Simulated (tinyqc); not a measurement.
Raising U: Hubbard chain of 6 sites, mean field against exact. Computed by the program tinyqc. Command: `OMP_NUM_THREADS=1 python tinyqc.py 110765 110766 out.jsonl`; one thread of a shared host (Intel(R) Xeon(R) Processor @ 2.60GHz), about 6 s.

one-body matrix (hopping and site energies) (eV):
```
         1        2        3        4        5        6
1  -0.0800  -0.8500   0.0000   0.0000   0.0000   0.0000
2  -0.8500  -0.3500  -0.8500   0.0000   0.0000   0.0000
3   0.0000  -0.8500  -0.0800  -0.8500   0.0000   0.0000
4   0.0000   0.0000  -0.8500  -0.1500  -0.8500   0.0000
5   0.0000   0.0000   0.0000  -0.8500  -0.3700  -0.8500
6   0.0000   0.0000   0.0000   0.0000  -0.8500  -0.5900
```

electrons, up and down: 3  3

Collinear unrestricted mean field (the lowest of 40 random starts) against exact diagonalisation.

Exact and mean-field results (eV):
```
U            U/t    E exact  E mean field  mean |n_up - n_down|  double occupancy, exact  first gap in the sector
0.4200    0.4941  -7.021710     -6.995133                0.0000                   0.2336                   0.6823
0.8500    1.0000  -6.451399     -6.339530                0.0000                   0.2086                   0.6083
1.7000    2.0000  -5.509620     -5.090519                0.3796                   0.1615                   0.4934
2.5500    3.0000  -4.792294     -4.209520                0.6673                   0.1213                   0.4070
3.4000    4.0000  -4.256417     -3.643190                0.8011                   0.0904                   0.3411
5.1000    6.0000  -3.549693     -3.007114                0.9088                   0.0524                   0.2517
6.8000    8.0000  -3.124290     -2.670160                0.9483                   0.0330                   0.1968
10.2000  12.0000  -2.653540     -2.324708                0.9769                   0.0160                   0.1355
17.0000  20.0000  -2.250369     -2.044221                0.9917                   0.0061                   0.0827
```

In absolute terms mean field is worst at U/t = 4.0, 0.613 eV too high: at small U it is nearly exact, and at large U it misses only exchange-scale energies. Its local moments set in at U/t = 2.0 of those listed, a broken symmetry that the exact state of a finite cluster with equal spins does not have. Relative to the exact energy its error is 0.4 % at the smallest U, 15 % at most and 9 % at the largest. The double occupancy falls from 0.234 to 0.006.
